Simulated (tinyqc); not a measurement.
Changing the temperature T: oxidation of curved silicon (wires and holes): cylindrical Deal-Grove kinetics with stress-retarded reaction. Computed by tinyqc, a small Python program. Command: `OMP_NUM_THREADS=1 python tinyqc.py 3005329 3005330 out.jsonl wireox sweep`. One thread of a shared host (Intel(R) Xeon(R) Processor @ 2.30GHz), about 0.02 s of CPU time with the checks.

Silicon fills r > a and oxide b < r < a. One volume of silicon gives 2.25 volumes of oxide, and the length is fixed.

Inputs (values chosen for the exercise, close to those used for silicon in dry oxygen): prefactor B0 = 801 um^2/h; activation energy E_B = 1.23 eV; prefactor (B/A)0 = 4.85e+06 um/h; activation energy E_A = 1.99 eV; starting silicon radius a0 = 100 nm; starting oxide x_i = 2 nm; viscosity prefactor eta0 = 2.2e-09 Pa s; viscosity energy E_eta = 5.51 eV; critical shear stress s_c = 75 MPa; activation volume V_k = 10 angstrom^3; time t = 0.18 h.

Shape: hole (concave).

Constants: k_B = 8.617333262e-05 eV/K.

Method:
- B = B0 exp(-E_B/(k_B T)), B/A = (B/A)0 exp(-E_A/(k_B T)), eta = eta0 exp(E_eta/(k_B T)); 1 um = 1000 nm.
- Temperatures in kelvin are T(C) + 273.15.
- Geometry: b^2 = b0^2 - 1.25 (a^2 - a0^2), b0 = a0 - x_i.
- Rate of oxide made per interface area: q = 1/[1/k + 2 a |ln(b/a)|/B], and |da/dt| = q/2.25. Reaction k = (B/A) exp(-sigma V_k/(k_B T)). New oxide pushes the old with radial speed u = 1.25 |da/dt| at r = a; the shear stress at radius r is s_c asinh(z a^2/r^2), z = 2 eta u/(a s_c) (Eyring flow), and the compressive normal stress at the interface is sigma = |int_a^b 2 s/r dr| = s_c |F(z) - F(z a^2/b^2)|, F(y) = int_0^y asinh(w)/w dw. q and sigma are solved together. 1 MPa angstrom^3 = 6.241509e-6 eV.
- Integrate da/dt adaptively (tolerance 1e-8); a wire counts as consumed at a = 0.5 nm and a hole as closed at b = 0.5 nm. Planar reference: x^2 + A x = B t + x_i^2 + A x_i, A = B/(B/A).

One run for each value; columns: (1) temperature T (C); (2) ratio to the planar thickness; (3) normal stress at time t (MPa); (4) oxide thickness (nm); (5) low-stress viscosity eta (Pa s):
```
(1)      (2)     (3)     (4)         (5)
750   0.9990  39.312   2.135  3.0429e+18
800   0.9983  37.235   2.387  1.6548e+17
850   0.9977  39.200   3.008  1.1663e+16
900   0.9984  47.072   4.409  1.0305e+15
950   1.0022  62.129   7.311  1.1103e+14
1000  1.0117  82.573  12.797  1.4250e+13
1050  1.0295  99.177  22.087  2.1360e+12
1100  1.0546  93.611  35.888  3.6762e+11
```

Over the rows, ratio to the planar thickness goes from 0.999 through a minimum among these rows, 0.998 at 850, to 1.05; normal stress at time t (MPa) lies between 37.2 and 99.2 without a single trend; oxide thickness (nm) rises from 2.13 to 35.9. The viscosity drops by a factor 8.3e6 over the rows. In shear-thinning flow the stress feels the viscosity only through a logarithm, while the thicker oxide of a hotter run adds to it.

Caution (rows 750, 800, 850, 900, 950, 1000, 1050): planar dry oxides this thin grow faster than Deal-Grove predicts. Caution (all rows): the oxide is taken as a purely viscous fluid in steady flow; elasticity, stress-dependent diffusion and thin-oxide enhancement are left out.

Extremes, crossings and ranges named in words are read from the listed rows.
